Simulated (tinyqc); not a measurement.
Strained alloy layer of GaSb and GaAs on (001) InP, model-solid band line-up: gaps, strain and offsets against composition.

The layer is x parts of the first compound and 1 - x of the second, grown coherently on the third as substrate and barrier. Rows of the table: lattice constant a, average valence level Ea on an absolute scale, spin-orbit splitting so, gaps at Gamma, X and L, hydrostatic deformation potentials av and ac (Gamma), shear potential b, elastic constants, electron and heavy-hole (along z) masses. All are interpolated linearly in x; gaps get -C x (1 - x), taken wholly in the conduction band; real line-ups can differ from this model by 0.1 eV or more.

In-plane strain e = (a_substrate - a)/a, e_z = -2 (c12/c11) e, volume change 2 e + e_z. With v = 2 e + e_z and d = 2 b (e_z - e): Eav = Ea + av v; E_hh = Eav + so/3 - d/2; E_lh = Eav - so/6 + d/4 + sqrt(so^2 + so d + 9 d^2/4)/2; E_c = Ea + so/3 + EG + ac v (Gamma). Substrate: E_v = Ea + so/3, E_c = E_v + EG. Well depths: dEc = E_c(substrate) - E_c, dEhh = E_hh - E_v(substrate), dElh likewise; strained Gamma gap E_c - max(E_hh, E_lh); positive values confine carriers in the layer. Matthews-Blakeslee for 60-degree dislocations in a single layer: hc = k (ln(hc/bv) + 1), k = bv (1 - nu/4)/(4 pi |e| (1 + nu)), nu = c12/(c11 + c12), bv = a/sqrt(2); the larger root. The valence offset is the larger of dEhh and dElh; a dash marks |e| under 0.02 % or no root.

Inputs (values chosen for the exercise):
- CG = 1.43 eV (bowing of the Gamma gap)
- CX = 1.2 eV (bowing of the X gap)
- CL = 1.2 eV (bowing of the L gap)

Binary compounds, values chosen for the exercise:
```
,close to GaSb,close to GaAs,close to InP
a (angstrom),6.096,5.653,5.869
Ea (eV),-6.25,-6.92,-7.04
so (eV),0.771,0.34,0.11
EG (eV),0.73,1.43,1.34
EX (eV),1.04,1.91,2.16
EL (eV),0.818,1.7,1.93
av (eV),0.78,1.18,1.27
ac (eV),-6.94,-7.07,-4.98
b (eV),-1.97,-1.72,-1.69
c11 (GPa),87.8,118,102
c12 (GPa),40.5,53.6,56.8
me (m0),0.0391,0.0661,0.08
mh (m0),0.248,0.346,0.528
```

Gaps, strain and offsets against composition:
```
x,e (%),relaxed Gamma gap (eV),lower of X and L gaps (eV),strained Gamma gap (eV),E_hh - E_lh (meV),dEc (eV),valence offset (eV),hc (nm)
0.25,1.826,0.9869,1.254,0.7485,-139.2,0.09295,0.4985,4.14
0.31,1.359,0.9071,1.170,0.7327,-101.6,0.08789,0.5195,6.28
0.38,0.8187,0.8271,1.082,0.7240,-59.87,0.06953,0.5465,12.4
0.44,0.3605,0.7696,1.016,0.7250,-25.83,0.04313,0.5718,34.8
0.5,-0.09362,0.7225,0.9590,0.7273,6.574,0.006881,0.6058,174
0.56,-0.5436,0.6856,0.9104,0.7132,37.40,-0.03923,0.6660,21.1
0.62,-0.9896,0.6591,0.8704,0.7085,66.72,-0.09520,0.7267,9.82
0.69,-1.505,0.6411,0.8347,0.7150,99.15,-0.1730,0.7980,5.60
0.75,-1.942,0.6369,0.8135,0.7308,125.5,-0.2503,0.8595,3.92
```

The relaxed Gamma gap falls from 0.987 to 0.637 eV and the strained one moves up and down between 0.708 and 0.749 eV. The lattice matches the substrate at x = 0.488; the heavy hole is on top where the layer is compressed (e < 0) and the light hole where it is stretched. dEc falls from 0.0930 to -0.250 eV and the valence offset rises from 0.499 to 0.859 eV. At the largest strain listed, -1.94 %, strain changes the gap by 93.9 meV.

Program tinyqc, `OMP_NUM_THREADS=1 python tinyqc.py 2690171 2690172 out.jsonl`; Intel Xeon 2.30GHz, shared host, one thread, about 0.01 s.
